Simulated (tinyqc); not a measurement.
Anisotropic elasticity and sound waves of a cubic crystal: one step, computed by the program tinyqc. Command: `OMP_NUM_THREADS=1 python tinyqc.py 3007723 3007724 out.jsonl cubicelastic walk`. One thread of a shared host (Intel(R) Xeon(R) Processor @ 2.30GHz), about 0.01 s of CPU time with the checks.

Voigt order 1..6 = xx, yy, zz, yz, xz, xy, with engineering shear strains. The rotated frame has x' as named, z' along the wafer normal and y' = z' x x'.

Task: Moduli along the axes of the frame. Invert C' to S'. E along x' = 1/S'11, along y' = 1/S'22; Poisson ratios nu(x'y') = -S'12/S'11 and nu(x'z') = -S'13/S'11; in-plane shear modulus 1/S'66.

Frame: (113) wafer, x' along [1-10].

C' (GPa), rows 1, 2, 3, 4, 5, 6:
$$\begin{pmatrix}
294.4500 & 134.8227 & 155.0273 & -12.2458 & 0.0000 & 0.0000 \\
134.8227 & 302.8467 & 146.6306 & -5.5663 & 0.0000 & 0.0000 \\
155.0273 & 146.6306 & 282.6421 & 17.8121 & 0.0000 & 0.0000 \\
-12.2458 & -5.5663 & 17.8121 & 68.5306 & 0.0000 & 0.0000 \\
0.0000 & 0.0000 & 0.0000 & 0.0000 & 76.9273 & -12.2458 \\
0.0000 & 0.0000 & 0.0000 & 0.0000 & -12.2458 & 56.7227
\end{pmatrix}$$

Give: E along x'; E along y'; nu(x'y'); nu(x'z'); in-plane shear modulus.

Result:

E along x' = 191.2 GPa

E along y' = 211.4 GPa

nu(x'y') = 0.2217

nu(x'z') = 0.4510

in-plane shear modulus = 54.77 GPa

E differs between x' and y' by -9.5 %.
